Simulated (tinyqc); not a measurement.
A log to judge: finite-difference solution of the diffusion equation on a small grid. Computed by tinyqc. Command: `OMP_NUM_THREADS=1 python tinyqc.py 3007878 3007879 out.jsonl fdiff walk`. One thread of a shared host (Intel(R) Xeon(R) Processor @ 2.30GHz), about 0.01 s of CPU time with the checks.

dC/dt = D d2C/dx2 on nodes x_j = j dx, j = 0..7; the far end is sealed.

Inputs (values chosen for the exercise): diffusivity D = 27 nm^2/s; grid spacing dx = 50 nm; time step dt = 100 s; final time t_f = 3000 s; loss velocity h = 0.15 nm/s.

Boundary at x = 0: surface loss. Scheme: explicit.

start values C_j, j = 0, 1, ... (% of a reference): [78.1, 100, 51.9, 24.3, 0.295, 0, 0, 0]

Method:
- The operator M acts as (M C)_j = C_(j-1) - 2 C_j + C_(j+1); at the sealed far end a mirror node gives 2 C_(N-2) - 2 C_(N-1); at j = 0, the outward flux h C_0 gives 2 C_1 - (2 + 2 h dx/D) C_0.
- With r = D dt/dx^2: (1 - theta r M) C(new) = (1 + (1 - theta) r M) C(old); theta = 0 explicit, 1 implicit, 1/2 Crank-Nicolson.
- The run takes n = round(t_f/dt) steps of length t_f/n.
- The dose is the trapezoidal sum of C dx; the error is the largest difference from exp(M D t/dx^2) C(0), the exact time evolution on the same grid.

Course of the run:
```
step  t (s)           C_1           C_4   dose (% nm)  largest error
1       100   2.44000e+01   2.59018e+01   9.60575e+03    3.91021e+01
2       200   1.36487e+02   7.35208e-01   8.42759e+03    1.27193e+02
3       300  -2.82126e+02   1.10225e+02   9.71059e+03    4.12785e+02
4       400   1.09166e+03  -2.88533e+02   3.03034e+03    1.41984e+03
5       500  -3.56636e+03   1.11861e+03   2.39285e+04    4.78755e+03
6       600   1.21567e+04  -3.81675e+03  -4.82221e+04    1.61885e+04
7       700  -4.10218e+04   1.34142e+04   1.94313e+05    5.46988e+04
...     ...           ...           ...           ...            ...
24     2400   4.28138e+13  -1.84702e+13  -1.92542e+14    5.64500e+13
25     2500  -1.45545e+14   6.32950e+13   6.54208e+14    1.91830e+14
26     2600   4.94853e+14  -2.16821e+14  -2.22324e+15    6.51997e+14
27     2700  -1.68275e+15   7.42467e+14   7.55671e+15    2.21640e+15
28     2800   5.72301e+15  -2.54162e+15  -2.56893e+16    7.53561e+15
29     2900  -1.94663e+16   8.69783e+15   8.73449e+16    2.56244e+16
30     3000   6.62212e+16  -2.97569e+16  -2.97021e+17    8.71462e+16
```

Can the last value be used, and what does the course show?

No. The error grows by a factor near 3.41 a step with alternating sign from node to node: r = 1.08 exceeds the stability limit 0.490 of the explicit scheme. Reruns converge with time step dt = 40.0; or with scheme = implicit; or with scheme = Crank-Nicolson. Reruns still fail with time step dt = 80.0.
